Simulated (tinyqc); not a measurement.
Joint density of states against eps2: interband optics of a two-band s-p chain from momentum matrix elements.

H(k) = [[Es - 2 ts cos ka, 2i V sin ka], [-2i V sin ka, Ep_ + 2 tp cos ka]] in the basis s, p; the lower band is full, with two electrons a cell. The velocity operator times hbar is W = dH/dk (eV angstrom); intra-atomic dipoles are left out.

With w(k) = |<c|W|v>|^2 and D(k) = Ec - Ev, on the mesh k_j = (j + 1/2)/N (2 pi/a): eps(E) = 1 + (8 pi e2/(a Ar)) mean_j (w/D^2) [1/(D - E - i eta) + 1/(D + E + i eta)], e2 = e^2/(4 pi eps0); light polarised along the chains, no local fields.

Constants: e^2/(4 pi eps0) = 14.39964547 eV angstrom.

Parameters, chosen for this exercise: a = 2.74 angstrom (period); Es = 3.75 eV (upper orbital (s)); Ep_ = -3.15 eV (lower orbital (p)); ts = 0.25 eV (s-s hopping); tp = 0.22 eV (p-p hopping); V = 0.94 eV (s-p hopping); Ar = 8.2 angstrom^2 (cross-section per chain); eta = 0.3 eV (Lorentzian half width).

Mesh of 2000 points. J(E) = mean of (eta/pi)/((E - D)^2 + eta^2). The fourth column is J times the constant (8 pi^2 e2/(a Ar)) mean(w/D^2). R = |(sqrt(eps) - 1)/(sqrt(eps) + 1)|^2.

Spectrum:
```
E (eV)  J (1/eV)   eps2  eps2 with constant element    eps1      R
5.36       0.045  1.033                       0.568   4.433  0.134
5.66       0.087  2.275                       1.109   5.225  0.178
5.96       0.184  5.071                       2.335   4.347  0.241
6.26       0.215  4.939                       2.735   1.215  0.263
6.56       0.207  3.370                       2.625   0.333  0.233
6.86       0.212  2.355                       2.693   0.528  0.169
7.16       0.241  1.942                       3.057   1.186  0.109
7.46       0.318  2.430                       4.047   2.148  0.127
7.76       0.513  4.883                       6.523   2.071  0.243
8.06       0.535  5.087                       6.799  -1.943  0.418
8.36       0.233  2.162                       2.956  -2.578  0.554
8.66       0.105  0.993                       1.331  -1.777  0.617
```

What does the comparison show?

Transitions span 5.960 to 8.057 eV. Among the energies listed J peaks at 8.06 eV and eps2 at 8.06 eV. The ratio of eps2 to the constant-element value is 2.17 at 5.96 eV and 0.75 at 8.06 eV: w/D^2 is 0.747 angstrom^2 at the zone centre and 0.432 at the edge.

(tinyqc, `OMP_NUM_THREADS=1 python tinyqc.py 1651118 1651119 out.jsonl`, Intel(R) Xeon(R) Processor @ 2.30GHz, 1 thread, shared host, about 0.01 s.)
